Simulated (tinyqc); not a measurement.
Order-disorder in a binary alloy on two sublattices: Bragg-Williams and pair (quasi-chemical) approximations: one step, computed by the program tinyqc.

All z = 8 neighbours of a site lie on the other sublattice. B fills the sublattices with x + eta/2 and x - eta/2; energies are per site, from the pure components: u = -z w y with y the probability of an A-B bond taken in one order.

Problem. Short-range order at the Bragg-Williams T_c. Quasi-chemical disordered state, with T here the Bragg-Williams T_c and not the input T: y^2/[(1 - x - y)(x - y)] = exp(2 w/(k_B T)) =: E, so y = 2 x (1 - x)/(1 + r), r = sqrt(1 - 4 x (1 - x)(1 - 1/E)); Warren-Cowley alpha = 1 - y/(x (1 - x)); u = -z w y.

Inputs (values chosen for the exercise, for a model alloy): ordering energy w = (e_AA + e_BB)/2 - e_AB = 18.6 meV; fraction x of B = 0.5.

Lattice: bcc (B2 order, z = 8).

T_c, Bragg-Williams = 863.3761 K

Constants: k_B = 8.617333262e-05 eV/K.

Give: bond probability y; alpha of the disordered state at the Bragg-Williams T_c; energy of the disordered state.

Solution.

bond probability y = 0.28109

alpha of the disordered state at the Bragg-Williams T_c = -0.12435

energy of the disordered state = -41.826 meV/site

Short-range order already holds 12 % of the full ordering energy z w x^2, counted from the random alloy at -z w x (1 - x); Bragg-Williams puts none there.
